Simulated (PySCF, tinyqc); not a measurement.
Inside a calculation (part 1 of 2). Method: RHF in the 3-21g basis, for H3-, spin multiplicity 1. The basis has no diffuse functions, so it cannot describe the extra electron: this is an exercise in the method, not the real anion. The lowest restricted solution is unstable here: a spin-polarised one lies 0.0880 hartree lower (PySCF). Computed by tinyqc, a small Python program that keeps every step (integrals from PySCF). Settings: charge = -1, multiplicity = 1, basis = 3-21g, energy threshold = 1e-08, iteration cap = 61, orthogonalisation = canonical, start = atomic densities, DIIS depth = 0, shift = 0.5, method = RHF. Command: `OMP_NUM_THREADS=1 python tinyqc.py 25932 25933 out.jsonl` (the two numbers bound the seeds that draw the settings). One thread of a shared host (Intel(R) Xeon(R) Processor @ 2.60GHz), about 0.07 s of CPU time with the checks. Later iterations appear only in the table of the cycle.

## One-electron integrals

Geometry (angstrom):
```
atom       x       y       z
H     0.0000  0.0000  0.0000
H     0.0000  0.0000  1.3400
H     0.0000  1.1600  0.6700
```

Basis 3-21g: exponents (1/bohr^2) and contraction coefficients of normalised primitives:
```
element  l (shell)  exponent  coefficient
H            s (1)    5.4472       0.1563
H            s (1)    0.8245       0.9047
H            s (2)    0.1832       1.0000
```

Overlap, kinetic and nuclear-attraction integrals over the contracted functions; the nuclear repulsion is the sum of Za Zb / Rab.

nuclear repulsion = 1.184967 hartree

overlap S:
```
        1H 1s   1H 2s   2H 1s   2H 2s   3H 1s   3H 2s
1H 1s  1.0000  0.6459  0.0598  0.2450  0.0599  0.2451
1H 2s  0.6459  1.0000  0.2450  0.5558  0.2451  0.5560
2H 1s  0.0598  0.2450  1.0000  0.6459  0.0599  0.2451
2H 2s  0.2450  0.5558  0.6459  1.0000  0.2451  0.5560
3H 1s  0.0599  0.2451  0.0599  0.2451  1.0000  0.6459
3H 2s  0.2451  0.5560  0.2451  0.5560  0.6459  1.0000
```

kinetic energy T (hartree):
```
         1H 1s   1H 2s    2H 1s   2H 2s    3H 1s   3H 2s
1H 1s   1.5494  0.2932  -0.0619  0.0392  -0.0620  0.0393
1H 2s   0.2932  0.2748   0.0392  0.0929   0.0393  0.0930
2H 1s  -0.0619  0.0392   1.5494  0.2932  -0.0620  0.0393
2H 2s   0.0392  0.0929   0.2932  0.2748   0.0393  0.0930
3H 1s  -0.0620  0.0393  -0.0620  0.0393   1.5494  0.2932
3H 2s   0.0393  0.0930   0.0393  0.0930   0.2932  0.2748
```

nuclear attraction V (hartree):
```
         1H 1s    1H 2s    2H 1s    2H 2s    3H 1s    3H 2s
1H 1s  -2.5109  -1.2927  -0.1215  -0.4974  -0.1218  -0.4977
1H 2s  -1.2927  -1.4491  -0.4974  -0.8717  -0.4977  -0.8720
2H 1s  -0.1215  -0.4974  -2.5109  -1.2927  -0.1218  -0.4977
2H 2s  -0.4974  -0.8717  -1.2927  -1.4491  -0.4977  -0.8720
3H 1s  -0.1218  -0.4977  -0.1218  -0.4977  -2.5110  -1.2928
3H 2s  -0.4977  -0.8720  -0.4977  -0.8720  -1.2928  -1.4492
```

core Hamiltonian H = T + V (hartree):
```
         1H 1s    1H 2s    2H 1s    2H 2s    3H 1s    3H 2s
1H 1s  -0.9614  -0.9996  -0.1835  -0.4582  -0.1837  -0.4584
1H 2s  -0.9996  -1.1743  -0.4582  -0.7788  -0.4584  -0.7790
2H 1s  -0.1835  -0.4582  -0.9614  -0.9996  -0.1837  -0.4584
2H 2s  -0.4582  -0.7788  -0.9996  -1.1743  -0.4584  -0.7790
3H 1s  -0.1837  -0.4584  -0.1837  -0.4584  -0.9616  -0.9997
3H 2s  -0.4584  -0.7790  -0.4584  -0.7790  -0.9997  -1.1744
```

## Two-electron integrals

Functions are numbered as in S; the eight-fold symmetry (ij|kl) = (ji|kl) = (kl|ij) leaves the list below.

Two-electron integrals (ij|kl) in chemists' order, unique and non-zero (hartree):
```
(11|11) 1.1401   (21|11) 0.6114   (21|21) 0.3452   (22|11) 0.6264
(22|21) 0.3803   (22|22) 0.4830   (31|11) 0.0431   (31|21) 0.0260
(31|22) 0.0318   (31|31) 0.0036   (32|11) 0.1154   (32|21) 0.0732
(32|22) 0.1027   (32|31) 0.0115   (32|32) 0.0492   (33|11) 0.3946
(33|21) 0.2541   (33|22) 0.3763   (33|31) 0.0431   (33|32) 0.2210
(33|33) 1.1401   (41|11) 0.2210   (41|21) 0.1261   (41|22) 0.1416
(41|31) 0.0115   (41|32) 0.0330   (41|33) 0.1154   (41|41) 0.0492
(42|11) 0.2983   (42|21) 0.1842   (42|22) 0.2443   (42|31) 0.0205
(42|32) 0.0753   (42|33) 0.2983   (42|41) 0.0753   (42|42) 0.1492
(43|11) 0.2541   (43|21) 0.1631   (43|22) 0.2393   (43|31) 0.0260
(43|32) 0.1261   (43|33) 0.6114   (43|41) 0.0732   (43|42) 0.1842
(43|43) 0.3452   (44|11) 0.3763   (44|21) 0.2393   (44|22) 0.3454
(44|31) 0.0318   (44|32) 0.1416   (44|33) 0.6264   (44|41) 0.1027
(44|42) 0.2443   (44|43) 0.3803   (44|44) 0.4830   (51|11) 0.0432
(51|21) 0.0260   (51|22) 0.0319   (51|31) 0.0025   (51|32) 0.0077
(51|33) 0.0271   (51|41) 0.0104   (51|42) 0.0177   (51|43) 0.0174
(51|44) 0.0248   (51|51) 0.0037   (52|11) 0.1155   (52|21) 0.0733
(52|22) 0.1028   (52|31) 0.0077   (52|32) 0.0278   (52|33) 0.1039
(52|41) 0.0298   (52|42) 0.0613   (52|43) 0.0664   (52|44) 0.0958
(52|51) 0.0115   (52|52) 0.0493   (53|11) 0.0271   (53|21) 0.0174
(53|22) 0.0248   (53|31) 0.0025   (53|32) 0.0104   (53|33) 0.0432
(53|41) 0.0077   (53|42) 0.0177   (53|43) 0.0260   (53|44) 0.0319
(53|51) 0.0025   (53|52) 0.0105   (53|53) 0.0037   (54|11) 0.1039
(54|21) 0.0664   (54|22) 0.0958   (54|31) 0.0077   (54|32) 0.0298
(54|33) 0.1155   (54|41) 0.0278   (54|42) 0.0613   (54|43) 0.0733
(54|44) 0.1028   (54|51) 0.0105   (54|52) 0.0477   (54|53) 0.0115
(54|54) 0.0493   (55|11) 0.3947   (55|21) 0.2542   (55|22) 0.3764
(55|31) 0.0271   (55|32) 0.1038   (55|33) 0.3947   (55|41) 0.1038
(55|42) 0.2318   (55|43) 0.2542   (55|44) 0.3764   (55|51) 0.0432
(55|52) 0.2212   (55|53) 0.0432   (55|54) 0.2212   (55|55) 1.1401
(61|11) 0.2212   (61|21) 0.1262   (61|22) 0.1416   (61|31) 0.0104
(61|32) 0.0298   (61|33) 0.1039   (61|41) 0.0477   (61|42) 0.0719
(61|43) 0.0664   (61|44) 0.0958   (61|51) 0.0115   (61|52) 0.0331
(61|53) 0.0077   (61|54) 0.0298   (61|55) 0.1155   (61|61) 0.0493
(62|11) 0.2984   (62|21) 0.1843   (62|22) 0.2444   (62|31) 0.0177
(62|32) 0.0613   (62|33) 0.2319   (62|41) 0.0719   (62|42) 0.1358
(62|43) 0.1464   (62|44) 0.2068   (62|51) 0.0206   (62|52) 0.0754
(62|53) 0.0177   (62|54) 0.0720   (62|55) 0.2984   (62|61) 0.0754
(62|62) 0.1493   (63|11) 0.1039   (63|21) 0.0664   (63|22) 0.0958
(63|31) 0.0104   (63|32) 0.0477   (63|33) 0.2212   (63|41) 0.0298
(63|42) 0.0719   (63|43) 0.1262   (63|44) 0.1416   (63|51) 0.0077
(63|52) 0.0298   (63|53) 0.0115   (63|54) 0.0331   (63|55) 0.1155
(63|61) 0.0278   (63|62) 0.0613   (63|63) 0.0493   (64|11) 0.2319
(64|21) 0.1464   (64|22) 0.2068   (64|31) 0.0177   (64|32) 0.0719
(64|33) 0.2984   (64|41) 0.0613   (64|42) 0.1358   (64|43) 0.1843
(64|44) 0.2444   (64|51) 0.0177   (64|52) 0.0720   (64|53) 0.0206
(64|54) 0.0754   (64|55) 0.2984   (64|61) 0.0613   (64|62) 0.1359
(64|63) 0.0754   (64|64) 0.1493   (65|11) 0.2542   (65|21) 0.1631
(65|22) 0.2393   (65|31) 0.0173   (65|32) 0.0664   (65|33) 0.2542
(65|41) 0.0664   (65|42) 0.1464   (65|43) 0.1631   (65|44) 0.2393
(65|51) 0.0260   (65|52) 0.1262   (65|53) 0.0260   (65|54) 0.1262
(65|55) 0.6114   (65|61) 0.0733   (65|62) 0.1843   (65|63) 0.0733
(65|64) 0.1843   (65|65) 0.3452   (66|11) 0.3764   (66|21) 0.2393
(66|22) 0.3455   (66|31) 0.0248   (66|32) 0.0957   (66|33) 0.3764
(66|41) 0.0957   (66|42) 0.2068   (66|43) 0.2393   (66|44) 0.3455
(66|51) 0.0319   (66|52) 0.1416   (66|53) 0.0319   (66|54) 0.1416
(66|55) 0.6264   (66|61) 0.1028   (66|62) 0.2444   (66|63) 0.1028
(66|64) 0.2444   (66|65) 0.3803   (66|66) 0.4830
```

## Orthogonalisation

S = U s U^T; canonical form X = U s^(-1/2), so that X^T S X = 1. Each column of U has its largest component positive (the first on a tie).

eigenvalues of S: 0.2207  0.2208  0.3761  1.1633  1.1636  2.8555

X:
```
             1        2        3        4        5       6
1H 1s   0.4228  -0.7325   0.7877  -0.3307   0.5726  0.1871
1H 2s  -0.7591   1.3145  -0.5156  -0.1842   0.3191  0.2859
2H 1s   0.4228   0.7325   0.7877  -0.3307  -0.5726  0.1871
2H 2s  -0.7591  -1.3145  -0.5156  -0.1842  -0.3191  0.2859
3H 1s  -0.8458   0.0000   0.7877   0.6613   0.0000  0.1871
3H 2s   1.5183   0.0000  -0.5155   0.3684   0.0000  0.2859
```

## Starting guess

The start is atomic minimal-basis densities projected into this basis (PySCF's MINAO start) and scaled to the electron count of each spin; this density is not idempotent, so its energy is not variational and may lie below the converged one.

D at the start:
```
         1H 1s   1H 2s    2H 1s   2H 2s    3H 1s   3H 2s
1H 1s   0.2744  0.3805  -0.0153  0.0007  -0.0153  0.0007
1H 2s   0.3805  0.5314   0.0007  0.0334   0.0007  0.0334
2H 1s  -0.0153  0.0007   0.2744  0.3805  -0.0153  0.0007
2H 2s   0.0007  0.0334   0.3805  0.5314   0.0007  0.0334
3H 1s  -0.0153  0.0007  -0.0153  0.0007   0.2744  0.3805
3H 2s   0.0007  0.0334   0.0007  0.0334   0.3805  0.5314
```

## Iteration 1: building the Fock matrix

J_ij = sum D_kl (ij|kl), K_ij = sum D_kl (ik|jl); F = H + J - 0.5 K; E = tr D H + tr D J / 2 - 0.25 tr D K + E_nn.

Coulomb J (hartree):
```
        1H 1s   1H 2s   2H 1s   2H 2s   3H 1s   3H 2s
1H 1s  2.1675  1.3076  0.1344  0.5171  0.1346  0.5174
1H 2s  1.3076  1.7005  0.5171  1.0157  0.5174  1.0160
2H 1s  0.1344  0.5171  2.1675  1.3076  0.1346  0.5174
2H 2s  0.5171  1.0157  1.3076  1.7005  0.5174  1.0160
3H 1s  0.1346  0.5174  0.1346  0.5174  2.1677  1.3077
3H 2s  0.5174  1.0160  0.5174  1.0160  1.3077  1.7006
```

exchange K (hartree):
```
        1H 1s   1H 2s   2H 1s   2H 2s   3H 1s   3H 2s
1H 1s  1.0515  0.8896  0.2370  0.4929  0.2372  0.4931
1H 2s  0.8896  0.9785  0.4929  0.7513  0.4931  0.7515
2H 1s  0.2370  0.4929  1.0515  0.8896  0.2372  0.4931
2H 2s  0.4929  0.7513  0.8896  0.9785  0.4931  0.7515
3H 1s  0.2372  0.4931  0.2372  0.4931  1.0516  0.8897
3H 2s  0.4931  0.7515  0.4931  0.7515  0.8897  0.9786
```

Fock matrix F (hartree):
```
         1H 1s    1H 2s    2H 1s    2H 2s    3H 1s    3H 2s
1H 1s   0.6803  -0.1367  -0.1676  -0.1875  -0.1677  -0.1876
1H 2s  -0.1367   0.0370  -0.1875  -0.1387  -0.1876  -0.1387
2H 1s  -0.1676  -0.1875   0.6803  -0.1367  -0.1677  -0.1876
2H 2s  -0.1875  -0.1387  -0.1367   0.0370  -0.1876  -0.1387
3H 1s  -0.1677  -0.1876  -0.1677  -0.1876   0.6803  -0.1367
3H 2s  -0.1876  -0.1387  -0.1876  -0.1387  -0.1367   0.0369
```

total energy of this density = -1.212960 hartree

This density is the starting one; it is not idempotent, so its energy is not variational and may lie below the converged one.

## Iteration 1: diagonalisation and new density

A level shift of 0.5 hartree raises the virtual space: F + shift (S - S D(s) S), with D(s) the density of one spin (D/2). Diagonalise F' = X^T F X, C = X C', fill 2 alpha and 2 beta electrons from the bottom; D = 2 C_occ C_occ^T. Each column has its largest component positive (the first on a tie).

F' = X^T F X (hartree):
```
         1        2        3        4        5        6
1   1.8144   0.0000   0.0000  -0.5478   0.0000   0.0000
2   0.0000   1.8145   0.0000   0.0000  -0.5476   0.0000
3   0.0000   0.0000   2.1977  -0.0001   0.0000   0.0637
4  -0.5478   0.0000  -0.0001   0.9368   0.0000   0.0000
5   0.0000  -0.5476   0.0000   0.0000   0.9363   0.0000
6   0.0000   0.0000   0.0637   0.0000   0.0000  -0.2880
```

orbital energies (hartree): MO1 -0.2896, MO2 0.6735, MO3 0.6737, MO4 2.0774, MO5 2.0775, MO6 2.1993

coefficients C:
```
          MO1      MO2      MO3      MO4      MO5      MO6
1H 1s  0.1669   0.1993  -0.1150  -0.9082   0.5242   0.7923
1H 2s  0.2990   0.8565  -0.4947   1.0470  -0.6045  -0.5081
2H 1s  0.1669  -0.1993  -0.1150   0.9082   0.5242   0.7923
2H 2s  0.2990  -0.8565  -0.4947  -1.0470  -0.6045  -0.5081
3H 1s  0.1669   0.0000   0.2301   0.0000  -1.0488   0.7921
3H 2s  0.2990   0.0000   0.9893   0.0000   1.2092  -0.5079
```

D after iteration 1:
```
         1H 1s    1H 2s    2H 1s    2H 2s   3H 1s   3H 2s
1H 1s   0.1351   0.4411  -0.0237  -0.2416  0.0557  0.0998
1H 2s   0.4411   1.6458  -0.2416  -1.2883  0.0998  0.1788
2H 1s  -0.0237  -0.2416   0.1351   0.4411  0.0557  0.0998
2H 2s  -0.2416  -1.2883   0.4411   1.6458  0.0998  0.1788
3H 1s   0.0557   0.0998   0.0557   0.0998  0.0557  0.0998
3H 2s   0.0998   0.1788   0.0998   0.1788  0.0998  0.1788
```

## Iteration 2: building the Fock matrix

As before.

Coulomb J (hartree):
```
        1H 1s   1H 2s   2H 1s   2H 2s   3H 1s   3H 2s
1H 1s  2.1341  1.2918  0.1279  0.5017  0.1225  0.4997
1H 2s  1.2918  1.6816  0.5017  0.9851  0.4434  0.9509
2H 1s  0.1279  0.5017  2.1341  1.2918  0.1225  0.4997
2H 2s  0.5017  0.9851  1.2918  1.6816  0.4434  0.9509
3H 1s  0.1225  0.4434  0.1225  0.4434  1.7501  1.0903
3H 2s  0.4997  0.9509  0.4997  0.9509  1.0903  1.5113
```

exchange K (hartree):
```
        1H 1s   1H 2s   2H 1s   2H 2s   3H 1s   3H 2s
1H 1s  1.0388  0.9099  0.0592  0.3215  0.2561  0.4773
1H 2s  0.9099  0.9976  0.3215  0.5814  0.4076  0.6717
2H 1s  0.0592  0.3215  1.0388  0.9099  0.2561  0.4773
2H 2s  0.3215  0.5814  0.9099  0.9976  0.4076  0.6717
3H 1s  0.2561  0.4076  0.2561  0.4076  0.4963  0.5271
3H 2s  0.4773  0.6717  0.4773  0.6717  0.5271  0.7144
```

Fock matrix F (hartree):
```
         1H 1s    1H 2s    2H 1s    2H 2s    3H 1s    3H 2s
1H 1s   0.6532  -0.1627  -0.0852  -0.1172  -0.1892  -0.1973
1H 2s  -0.1627   0.0085  -0.1172  -0.0844  -0.2188  -0.1640
2H 1s  -0.0852  -0.1172   0.6532  -0.1627  -0.1892  -0.1973
2H 2s  -0.1172  -0.0844  -0.1627   0.0085  -0.2188  -0.1640
3H 1s  -0.1892  -0.2188  -0.1892  -0.2188   0.5404  -0.1729
3H 2s  -0.1973  -0.1640  -0.1973  -0.1640  -0.1729  -0.0202
```

total energy of this density = -1.284760 hartree

## Iteration 2: diagonalisation and new density

As before.

F' = X^T F X (hartree):
```
         1        2        3        4        5        6
1   1.7171   0.0000   0.0889  -0.4503   0.0000   0.0000
2   0.0000   1.6952   0.0000   0.0000  -0.7838   0.0000
3   0.0889   0.0000   2.1212  -0.0669   0.0000   0.0689
4  -0.4503   0.0000  -0.0669   1.1130   0.0000  -0.0681
5   0.0000  -0.7838   0.0000   0.0000   0.5635   0.0000
6   0.0000   0.0000   0.0689  -0.0681   0.0000  -0.2026
```

orbital energies (hartree): MO1 -0.2083, MO2 0.1626, MO3 0.8758, MO4 1.9022, MO5 2.0961, MO6 2.1790

coefficients C:
```
          MO1      MO2      MO3      MO4      MO5      MO6
1H 1s  0.1521   0.1762  -0.0897  -0.1191  -0.9129   0.9478
1H 2s  0.2791   0.8827  -0.5432   0.2948   1.0251  -0.7056
2H 1s  0.1521  -0.1762  -0.0897  -0.1191   0.9129   0.9478
2H 2s  0.2791  -0.8827  -0.5432   0.2948  -1.0251  -0.7056
3H 1s  0.1886   0.0000   0.1883   1.2970   0.0000   0.2340
3H 2s  0.3417   0.0000   1.0135  -1.2811   0.0000   0.0568
```

D after iteration 2:
```
         1H 1s    1H 2s    2H 1s    2H 2s   3H 1s   3H 2s
1H 1s   0.1084   0.3961  -0.0158  -0.2262  0.0574  0.1040
1H 2s   0.3961   1.7140  -0.2262  -1.4023  0.1053  0.1908
2H 1s  -0.0158  -0.2262   0.1084   0.3961  0.0574  0.1040
2H 2s  -0.2262  -1.4023   0.3961   1.7140  0.1053  0.1908
3H 1s   0.0574   0.1053   0.0574   0.1053  0.0711  0.1289
3H 2s   0.1040   0.1908   0.1040   0.1908  0.1289  0.2335
```

## Iteration 3: building the Fock matrix

As before.

Coulomb J (hartree):
```
        1H 1s   1H 2s   2H 1s   2H 2s   3H 1s   3H 2s
1H 1s  2.0860  1.2674  0.1253  0.4922  0.1224  0.4924
1H 2s  1.2674  1.6615  0.4922  0.9728  0.4501  0.9495
2H 1s  0.1253  0.4922  2.0860  1.2674  0.1224  0.4924
2H 2s  0.4922  0.9728  1.2674  1.6615  0.4501  0.9495
3H 1s  0.1224  0.4501  0.1224  0.4501  1.7973  1.1142
3H 2s  0.4924  0.9495  0.4924  0.9495  1.1142  1.5293
```

exchange K (hartree):
```
        1H 1s   1H 2s   2H 1s   2H 2s   3H 1s   3H 2s
1H 1s  0.9687  0.8648  0.0488  0.2981  0.2624  0.4668
1H 2s  0.8648  0.9700  0.2981  0.5578  0.4331  0.6795
2H 1s  0.0488  0.2981  0.9687  0.8648  0.2624  0.4668
2H 2s  0.2981  0.5578  0.8648  0.9700  0.4331  0.6795
3H 1s  0.2624  0.4331  0.2624  0.4331  0.5742  0.5894
3H 2s  0.4668  0.6795  0.4668  0.6795  0.5894  0.7635
```

Fock matrix F (hartree):
```
         1H 1s    1H 2s    2H 1s    2H 2s    3H 1s    3H 2s
1H 1s   0.6402  -0.1646  -0.0826  -0.1151  -0.1925  -0.1995
1H 2s  -0.1646   0.0023  -0.1151  -0.0849  -0.2249  -0.1693
2H 1s  -0.0826  -0.1151   0.6402  -0.1646  -0.1925  -0.1995
2H 2s  -0.1151  -0.0849  -0.1646   0.0023  -0.2249  -0.1693
3H 1s  -0.1925  -0.2249  -0.1925  -0.2249   0.5486  -0.1801
3H 2s  -0.1995  -0.1693  -0.1995  -0.1693  -0.1801  -0.0269
```

total energy of this density = -1.298802 hartree

## Iteration 3: diagonalisation and new density

As before.

F' = X^T F X (hartree):
```
         1        2        3        4        5        6
1   1.7221   0.0000   0.0685  -0.4549   0.0000  -0.0091
2   0.0000   1.6643   0.0000   0.0000  -0.7873   0.0000
3   0.0685   0.0000   2.1131  -0.0528   0.0000   0.0697
4  -0.4549   0.0000  -0.0528   1.1163   0.0000  -0.0978
5   0.0000  -0.7873   0.0000   0.0000   0.5592   0.0000
6  -0.0091   0.0000   0.0697  -0.0978   0.0000  -0.2076
```

orbital energies (hartree): MO1 -0.2177, MO2 0.1498, MO3 0.8799, MO4 1.9268, MO5 2.0736, MO6 2.1550

coefficients C:
```
          MO1      MO2      MO3      MO4      MO5      MO6
1H 1s  0.1476   0.1702  -0.0934  -0.1526  -0.9141   0.9433
1H 2s  0.2661   0.8895  -0.5516   0.3167   1.0192  -0.6946
2H 1s  0.1476  -0.1702  -0.0934  -0.1526   0.9141   0.9433
2H 2s  0.2661  -0.8895  -0.5516   0.3167  -1.0192  -0.6946
3H 1s  0.1961   0.0000   0.1786   1.2883   0.0000   0.2793
3H 2s  0.3664   0.0000   1.0081  -1.2797   0.0000   0.0131
```

D after iteration 3:
```
         1H 1s    1H 2s    2H 1s    2H 2s   3H 1s   3H 2s
1H 1s   0.1015   0.3813  -0.0143  -0.2241  0.0579  0.1081
1H 2s   0.3813   1.7239  -0.2241  -1.4407  0.1044  0.1950
2H 1s  -0.0143  -0.2241   0.1015   0.3813  0.0579  0.1081
2H 2s  -0.2241  -1.4407   0.3813   1.7239  0.1044  0.1950
3H 1s   0.0579   0.1044   0.0579   0.1044  0.0769  0.1437
3H 2s   0.1081   0.1950   0.1081   0.1950  0.1437  0.2684
```

## Iteration 4: building the Fock matrix

As before.

Coulomb J (hartree):
```
        1H 1s   1H 2s   2H 1s   2H 2s   3H 1s   3H 2s
1H 1s  2.0682  1.2581  0.1243  0.4886  0.1226  0.4898
1H 2s  1.2581  1.6537  0.4886  0.9680  0.4536  0.9498
2H 1s  0.1243  0.4886  2.0682  1.2581  0.1226  0.4898
2H 2s  0.4886  0.9680  1.2581  1.6537  0.4536  0.9498
3H 1s  0.1226  0.4536  0.1226  0.4536  1.8203  1.1262
3H 2s  0.4898  0.9498  0.4898  0.9498  1.1262  1.5390
```

exchange K (hartree):
```
        1H 1s   1H 2s   2H 1s   2H 2s   3H 1s   3H 2s
1H 1s  0.9431  0.8461  0.0426  0.2870  0.2646  0.4624
1H 2s  0.8461  0.9555  0.2870  0.5456  0.4435  0.6822
2H 1s  0.0426  0.2870  0.9431  0.8461  0.2646  0.4624
2H 2s  0.2870  0.5456  0.8461  0.9555  0.4435  0.6822
3H 1s  0.2646  0.4435  0.2646  0.4435  0.6095  0.6181
3H 2s  0.4624  0.6822  0.4624  0.6822  0.6181  0.7870
```

Fock matrix F (hartree):
```
         1H 1s    1H 2s    2H 1s    2H 2s    3H 1s    3H 2s
1H 1s   0.6352  -0.1645  -0.0805  -0.1131  -0.1935  -0.1999
1H 2s  -0.1645   0.0017  -0.1131  -0.0835  -0.2266  -0.1703
2H 1s  -0.0805  -0.1131   0.6352  -0.1645  -0.1935  -0.1999
2H 2s  -0.1131  -0.0835  -0.1645   0.0017  -0.2266  -0.1703
3H 1s  -0.1935  -0.2266  -0.1935  -0.2266   0.5540  -0.1825
3H 2s  -0.1999  -0.1703  -0.1999  -0.1703  -0.1825  -0.0289
```

total energy of this density = -1.301544 hartree

## Iteration 4: diagonalisation and new density

As before.

F' = X^T F X (hartree):
```
         1        2        3        4        5        6
1   1.7252   0.0000   0.0592  -0.4580   0.0000  -0.0163
2   0.0000   1.6540   0.0000   0.0000  -0.7868   0.0000
3   0.0592   0.0000   2.1110  -0.0464   0.0000   0.0695
4  -0.4580   0.0000  -0.0464   1.1177   0.0000  -0.1116
5   0.0000  -0.7868   0.0000   0.0000   0.5554   0.0000
6  -0.0163   0.0000   0.0695  -0.1116   0.0000  -0.2065
```

orbital energies (hartree): MO1 -0.2194, MO2 0.1451, MO3 0.8818, MO4 1.9391, MO5 2.0643, MO6 2.1458

coefficients C:
```
          MO1      MO2      MO3      MO4      MO5      MO6
1H 1s  0.1461   0.1690  -0.0953  -0.1730  -0.9143   0.9398
1H 2s  0.2585   0.8907  -0.5557   0.3307   1.0180  -0.6876
2H 1s  0.1461  -0.1690  -0.0953  -0.1730   0.9143   0.9398
2H 2s  0.2585  -0.8907  -0.5557   0.3307  -1.0180  -0.6876
3H 1s  0.1987   0.0000   0.1739   1.2823   0.0000   0.3070
3H 2s  0.3805   0.0000   1.0048  -1.2782   0.0000  -0.0142
```

D after iteration 4:
```
         1H 1s    1H 2s    2H 1s    2H 2s   3H 1s   3H 2s
1H 1s   0.0998   0.3766  -0.0145  -0.2256  0.0580  0.1112
1H 2s   0.3766   1.7204  -0.2256  -1.4532  0.1027  0.1967
2H 1s  -0.0145  -0.2256   0.0998   0.3766  0.0580  0.1112
2H 2s  -0.2256  -1.4532   0.3766   1.7204  0.1027  0.1967
3H 1s   0.0580   0.1027   0.0580   0.1027  0.0789  0.1512
3H 2s   0.1112   0.1967   0.1112   0.1967  0.1512  0.2895
```
